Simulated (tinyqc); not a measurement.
Stretching all distances: RHF, UHF, MP2, CISD and CCSD against full CI in the sto-6g basis, for H4, spin multiplicity 1. Computed by the program tinyqc with PySCF. Command: `OMP_NUM_THREADS=1 python tinyqc.py 111865 111866 out.jsonl`; one thread of a shared host (Intel(R) Xeon(R) Processor @ 2.60GHz), about 5 s.

Geometry (angstrom):

| atom | x | y | z |
|---|---|---|---|
| H | 0.0000 | 0.0000 | 0.0000 |
| H | 0.0000 | 0.0000 | 0.7630 |
| H | 0.0000 | 0.8780 | 0.0000 |
| H | 0.0000 | 0.8780 | 0.7630 |

All coordinates are multiplied by the scale. c0^2 is the weight of the RHF determinant in the lowest singlet FCI state (UHF is spin-contaminated and may lie near states of higher spin) and n(LUMO) the first natural occupation beyond the occupied space.

Full CI energy (hartree) and errors against it (kcal/mol):

| scale | distance 1-2 (angstrom) | E(FCI) | RHF | UHF | MP2 | CISD | CCSD | <S^2> UHF | c0^2 | n(LUMO) |
|---|---|---|---|---|---|---|---|---|---|---|
| 0.940 | 0.717 | -1.76310 | 40.094 | 30.245 | 17.028 | 0.662 | -0.028 | 0.634 | 0.917 | 0.144 |
| 1.190 | 0.908 | -1.97163 | 54.522 | 35.290 | 24.550 | 1.552 | -0.092 | 0.796 | 0.878 | 0.203 |
| 1.440 | 1.099 | -2.02242 | 72.595 | 37.888 | 34.113 | 3.335 | -0.255 | 0.973 | 0.826 | 0.276 |
| 1.680 | 1.282 | -2.01394 | 93.937 | 37.245 | 45.238 | 6.448 | -0.570 | 1.169 | 0.766 | 0.355 |
| 1.930 | 1.473 | -1.98465 | 120.621 | 32.645 | 58.610 | 11.815 | -1.108 | 1.402 | 0.694 | 0.443 |
| 2.180 | 1.663 | -1.95291 | 151.498 | 25.026 | 72.983 | 19.700 | -1.799 | 1.622 | 0.615 | 0.532 |
| 2.430 | 1.854 | -1.92696 | 185.277 | 16.913 | 86.738 | 28.174 | -2.410 | 1.783 | 0.537 | 0.619 |

UHF lies below RHF over the whole range. The weight c0^2 goes from 0.92 to 0.54 and n(LUMO) from 0.14 to 0.62: static correlation grows as the bonds break into open-shell fragments. The spread of the error along the curve, which distorts its shape, is CCSD 2.4, UHF 21.0, CISD 27.5, MP2 69.7, RHF 145.2 kcal/mol. Below FCI somewhere: CCSD, as non-variational methods may be.
